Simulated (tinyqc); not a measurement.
Effective charge: two electrons on one impurity (helium-like model).

Units Ha* = 2 Ry m/eps^2 and a* = a0 eps/m. One electron is bound by Z^2/2. Two electrons in the singlet built from exp(-a r) and exp(-b r): S = 8 (ab)^(3/2)/(a + b)^3, h_aa = a^2/2 - Z a, h_bb alike, h_ab = S (ab/2 - Z (a + b)/2), J = ab (a^2 + 3ab + b^2)/(a + b)^3, K = 20 (ab)^3/(a + b)^5, E = (h_aa + h_bb + 2 S h_ab + J + K)/(1 + S^2). For a = b this is a^2 - 2 Z a + 5a/8. Real double donors are deeper, since the central cell is left out.

Parameters, chosen for this exercise (out of a larger set: near those of impurities in Ge; not measured data):
```
symbol  value                                    unit  meaning
m       0.164                                    m0    one mean mass
eps     16.1                                           dielectric constant
Zs      (0.98, 1.05, 1.14, 1.59, 2.08, 3, 3.42)        charges
```

Ha* = 17.2164 meV

Binding of the first electron, of the second (-E - Z^2/2) with equal and with unequal orbitals, and U, the first less the second (unequal).

Results (meV):
```
Z     first  second, equal  second, unequal   a/b     U  U/(Z Ha*)
0.98    8.3          -0.60             0.12  3.92   8.1      0.483
1.05    9.5          -0.13             0.53  3.25   9.0      0.495
1.14   11.2           0.60             1.22  2.82  10.0      0.508
1.59   21.8           6.33             6.85  2.08  14.9      0.545
2.08   37.2          16.54            17.02  1.81  20.2      0.565
3.00   77.5          46.87            47.32  1.58  30.2      0.584
3.42  100.7          65.57            66.01  1.53  34.7      0.589
```

What can be read from this table?

Equal orbitals bind a second electron only above Z = (5/16)/(1 - 1/sqrt2) = 1.067; unequal ones do so in 7 of the 7 rows. Their gain is 0.72 meV in the first row and 0.44 in the last, while the second binding grows to 66 meV, so the gain decides the matter only near Z = 1. U grows almost linearly with Z: U/(Z Ha*) goes from 0.483 to 0.589, towards 5/8, while the first binding grows as Z^2. Angular correlation is left out: at Z = 1 this function binds the second electron by 0.0133 Ha*, half the exact 0.0278.

(tinyqc, `OMP_NUM_THREADS=1 python tinyqc.py 1280558 1280559 out.jsonl`, Intel(R) Xeon(R) Processor @ 2.30GHz, 1 thread, shared host, about 0.02 s.)
